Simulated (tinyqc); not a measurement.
Recursion (Haydock) method for the local density of states: impurity site of a square lattice, step by step. Values are carried at full precision from step to step, so a last printed digit may differ when a step is redone from the rounded ones.

One orbital a site at energy 0, hopping -t to the 4 nearest neighbours of a square lattice; the start u0 is a site in the bulk, with energy V. Recursion: a_n = <u_n|H|u_n>, b_(n+1) u_(n+1) = (H - a_n) u_n - b_n u_(n-1), b > 0. G(z) = 1/(z - a0 - b1^2/(z - a1 - b2^2/(...))), z = E + i eta. After n levels the tail is b_n^2 T with the square-root terminator T = (z - sqrt(z - 2b) sqrt(z + 2b))/(2 b^2), b = 2t so that the band edges lie at -/+ 4t.

Values chosen for the exercise: t = 1.4 eV (hopping); V = 0.4 eV (shift of the starting site); n = 6 (levels kept); E = 4.36 eV (energy); eta = 0.07 eV (broadening).

## The coefficients

Carry the recursion for n levels; the lattice is large enough that no wall is met.

Coefficients:
```
n  a_n (eV)  b_(n+1) (eV)  b_(n+1)^2/t^2
0    0.4000       2.80000         4.0000
1    0.0000       3.13050         5.0000
2    0.0000       2.72910         3.8000
3    0.0000       2.90488         4.3053
4    0.0000       2.75510         3.8727
5    0.0000       2.85861         4.1692
```

b1^2/t^2 = 4 counts the neighbours of the start. Only a0 = V differs from zero: u_n lies on one sublattice and is orthogonal to the start. The b_n tend to a quarter of the band width, 2.800 eV.

## Moments from the coefficients

For a1 = a2 = 0: mu1 = a0, mu2 = a0^2 + b1^2, mu3 = a0^3 + 2 a0 b1^2, mu4 = a0^4 + 3 a0^2 b1^2 + b1^4 + b1^2 b2^2.

mu1 to mu4 (eV^n): 0.400  8.000  6.336  142.086

## The continued fraction at one energy

Start from the terminator and work up: G_i = 1/(z - a_i - S_i), S_i = b_(i+1)^2 G_(i+1), with T in place of G_n. The density is -Im G_0/pi.

Levels of the fraction:
```
i        S_i (eV)      G_i (1/eV)
5  2.2270-1.7959i  0.2656-0.2323i
4  2.0159-1.7635i  0.2647-0.2070i
3  2.2334-1.7469i  0.2718-0.2322i
2  2.0245-1.7297i  0.2686-0.2070i
1  2.6328-2.0288i  0.2338-0.2841i
0  1.8329-2.2271i  0.2170-0.2344i
```

local density of states = 0.0746 1/eV

A direct sum over the zone gives 0.0757 1/eV at the same z; 6 levels miss it by -1.4 %.

## Checks

- G from 10 levels against a direct sum over the zone at E = 9.3600 eV, above the band (1/eV): both 0.12493.

Run: tinyqc, `OMP_NUM_THREADS=1 python tinyqc.py 1450357 1450358 out.jsonl`; Intel(R) Xeon(R) Processor @ 2.30GHz, one thread, shared host; about 0.01 s of CPU time with all checks.
